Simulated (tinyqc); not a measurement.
Choosing the offset: vacuum evaporation: vapour pressure, source flux, thickness distribution, purity and step coverage. Computed by tinyqc, a small Python program. Command: `OMP_NUM_THREADS=1 python tinyqc.py 3111563 3111564 out.jsonl evap walk`. One thread of a shared host (Intel(R) Xeon(R) Processor @ 2.30GHz), about 0.01 s of CPU time with the checks.

Molecular flow, unit sticking of the metal, no re-evaporation. The background gas is taken as water vapour (18.015 g/mol, collision diameter 0.37 nm) at 300 K.

Inputs (values chosen for the exercise, modelled on titanium, with constants for the liquid): directionality n = 1; source-to-wafer distance h = 43 cm; wafer radius R = 15 cm.

Method. Rotating wafer, source offset by s and facing upwards: thickness at radius r is the mean over the angle a of (1 + (r^2 + s^2 - 2 r s cos a)/h^2)^(-(n + 3)/2), by 360 equal steps; non-uniformity (max - min)/(max + min) over 21 radii from 0 to R. The curvature at the centre vanishes at s/h = sqrt(2/(n + 3)).

Against the offset:
```
s/h  centre thickness  edge over centre  non-uniformity (%)
0.0            1.0000            0.7948              11.433
0.2            0.9246            0.8191               9.942
0.4            0.7432            0.8810               6.325
0.5            0.6400            0.9180               4.273
0.6            0.5407            0.9545               2.331
0.7            0.4504            0.9875               0.627
0.8            0.3718            1.0156               0.776
0.9            0.3052            1.0381               1.868
1.1            0.2047            1.0669               3.238
```

What does the comparison show, and why?

The best row, s/h = 0.7, has 0.63 % against 11 % on the axis, at the price of a rate lower by a factor 2.22; the small-wafer optimum is sqrt(2/(n + 3)) = 0.71.

Extremes, crossings and ranges named in words are read from the listed rows.
